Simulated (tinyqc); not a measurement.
Comparisons within one model: optical gain and spontaneous emission in a bulk direct-gap semiconductor. A value that a table varies takes the place of the one given here.

Parabolic bands, vertical transitions, no excitons. For each hole band j: mr = me mj/(me + mj); joint density of states J_j(E) = (mr/c)^(3/2) sqrt(E - Eg)/(2 pi^2), both spins, c = hbar^2/2m0; averaged matrix element |e.p|^2 = m0 Ep/6; alpha_j(E) = 4 pi^2 alpha_f c Ep J_j/(3 nr E) in 1/angstrom (alpha_f the fine-structure constant, listed as alpha among the constants), times 1e8 for 1/cm.

F_j(eta) = (1/Gamma(j + 1)) integral_0^infinity x^j dx/(1 + exp(x - eta)), which tends to exp(eta) for eta << 0.

Quasi-Fermi levels: n = Nc F_1/2(Fc/kT) and p = Nv F_1/2(Fv/kT), Fc counted up from the conduction edge and Fv down from the valence edge; Nc, Nv from N = 2 (m kB T/(4 pi c))^(3/2) with c = hbar^2/2m0, in 1/angstrom^3; times 1e24 for 1/cm^3, with me and (mhh^(3/2) + mlh^(3/2))^(2/3).

For band j the electron sits at Ee = (E - Eg) mr/me above its edge and the hole at Eh = (E - Eg) mr/mj; fe = 1/(1 + exp((Ee - Fc)/kT)), fh = 1/(1 + exp((Eh - Fv)/kT)); gain g = sum_j alpha_j (fe + fh - 1).

Spontaneous rate: R = integral of (nr E/(hbar c))^2/(pi^2 hbar) sum_j alpha_j fe fh dE, with alpha in 1/cm and (nr E/(hbar c))^2 in 1/cm^2 (1e16 per 1/angstrom^2); B = R/(n p); lifetime n/R.

Constants: hbar^2/2m0 = 3.80998211 eV angstrom^2; fine-structure constant alpha = 0.007297352564; kB = 8.617333262e-05 eV/K; hbar = 6.58211957e-16 eV s; hbar c = 1973.269805 eV angstrom.

Inputs chosen for the exercise (near those of GaAs; the results hold for these values, not for the real material): Eg = 1.445 eV (direct gap); me = 0.0695 m0 (electron mass); mhh = 0.489 m0 (heavy-hole mass); mlh = 0.0847 m0 (light-hole mass); Ep = 25.5 eV (Kane energy); nr = 3.61 (refractive index); T = 200 K; n = 1.5e+18 1/cm^3 (injected density, n = p).

## Peak gain against injection

The peak is the largest g over E; a dash marks no gain.

Gain:

| n (1/cm^3) | Fc (eV) | Fv (eV) | peak gain (1/cm) | peak E - Eg (eV) | B (cm^3/s) |
|---|---|---|---|---|---|
| 3.4e+17 | 0.0134 | -0.0459 | - | - | 4.26e-10 |
| 5.5e+17 | 0.0266 | -0.0374 | - | - | 3.99e-10 |
| 7.9e+17 | 0.0383 | -0.0309 | 42 | 0.0026 | 3.72e-10 |
| 9.6e+17 | 0.0454 | -0.0273 | 156 | 0.0065 | 3.56e-10 |
| 1.2e+18 | 0.0545 | -0.0232 | 340 | 0.0119 | 3.36e-10 |
| 1.6e+18 | 0.0680 | -0.0177 | 650 | 0.0201 | 3.07e-10 |
| 2.1e+18 | 0.0830 | -0.0124 | 1010 | 0.0292 | 2.79e-10 |
| 2.7e+18 | 0.0992 | -0.0074 | 1394 | 0.0387 | 2.52e-10 |

transparency density (Fc + Fv = 0) = 6.85e+17 1/cm^3

What does this show?

Gain starts at 6.85e+17 1/cm^3, where Fc = -Fv = 0.0334 eV: with Nv/Nc = 20 the electrons must be degenerate before the holes are. The slope of peak gain against n is 6.69e-16 cm^2 between the first two rows with gain and 6.40e-16 between the last two; the peak moves from 0.0026 to 0.0387 eV above the gap as the bands fill, and B falls by a factor 1.69. Line broadening and gap shrinkage are left out.

## Gain spectrum

At the density n.

Spectrum:

| E - Eg (eV) | alpha, empty (1/cm) | fe, heavy | fh, heavy | g (1/cm) |
|---|---|---|---|---|
| 0.005 | 1929 | 0.971 | 0.243 | 403 |
| 0.010 | 2719 | 0.963 | 0.236 | 518 |
| 0.020 | 3819 | 0.940 | 0.224 | 572 |
| 0.030 | 4645 | 0.903 | 0.211 | 471 |
| 0.045 | 5632 | 0.813 | 0.194 | 35 |
| 0.060 | 6438 | 0.671 | 0.178 | -806 |
| 0.080 | 7337 | 0.424 | 0.157 | -2514 |
| 0.100 | 8097 | 0.211 | 0.139 | -4423 |
| 0.130 | 9056 | 0.055 | 0.115 | -6776 |
| 0.170 | 10099 | 0.008 | 0.089 | -8900 |
| 0.220 | 11144 | 0.001 | 0.064 | -10524 |

Fc + Fv = 0.0458 eV

What can be read from the table?

g is positive below E - Eg = 0.0458 eV; the largest value listed is 572 1/cm at 0.020 eV. At 0.220 eV above the gap g is -0.94 times the absorption of the empty crystal, whose limit is -1.

## Transparency density and B against temperature

Eg is held fixed; B is taken at n = 1e15 1/cm^3.

Results:

| T (K) | transparency density (1/cm^3) | Fc/kT there | B (cm^3/s) |
|---|---|---|---|
| 100 | 2.42e+17 | 1.941 | 1.34e-09 |
| 150 | 4.45e+17 | 1.941 | 7.35e-10 |
| 200 | 6.85e+17 | 1.941 | 4.79e-10 |
| 250 | 9.58e+17 | 1.941 | 3.45e-10 |
| 300 | 1.26e+18 | 1.941 | 2.63e-10 |
| 350 | 1.59e+18 | 1.941 | 2.10e-10 |
| 400 | 1.94e+18 | 1.941 | 1.73e-10 |
| 500 | 2.71e+18 | 1.941 | 1.25e-10 |

What can be read from the table?

Fc/kT at transparency stays at 1.941, since it depends on Nv/Nc alone, so the density goes as T^1.50. B goes as T^-1.48, against T^-1.5 for non-degenerate carriers: hot carriers spread over k and fewer pairs share a wave vector.

## What moves transparency and gain

Transparency is Fc + Fv = 0; the peak is the largest g over E at the density n (0 if none). Each row changes one parameter from the base and keeps the others.

Results:

| case | transparency density (1/cm^3) | Fc + Fv (eV) | peak gain (1/cm) |
|---|---|---|---|
| base | 6.85e+17 | 0.0458 | 574 |
| me = 0.0799 m0 | 7.83e+17 | 0.0362 | 542 |
| mhh = 0.293 m0 | 5.30e+17 | 0.0596 | 1055 |
| Ep = 28.1 eV | 6.85e+17 | 0.0458 | 633 |
| T = 240 K | 9.01e+17 | 0.0339 | 322 |
| n = 1.95e+18 1/cm^3 | 6.85e+17 | 0.0648 | 906 |
| nr = 3.79 | 6.85e+17 | 0.0458 | 547 |

How do the results move?

The largest shifts from the base row, up to three for each result and ties (the steps differ in size, so this ranks the rows, not the parameters). transparency density (1/cm^3): T +2.16e+17, mhh -1.55e+17, me +9.82e+16; unchanged at the printed digits by Ep, n and nr. Fc + Fv (eV): n +0.0189, mhh +0.0138, T -0.0119; unchanged at the printed digits by Ep and nr. peak gain (1/cm): mhh +480, n +332, T -253.

(tinyqc, `OMP_NUM_THREADS=1 python tinyqc.py 1682184 1682185 out.jsonl`, Intel(R) Xeon(R) Processor @ 2.30GHz, 1 thread, shared host, about 0.1 s.)
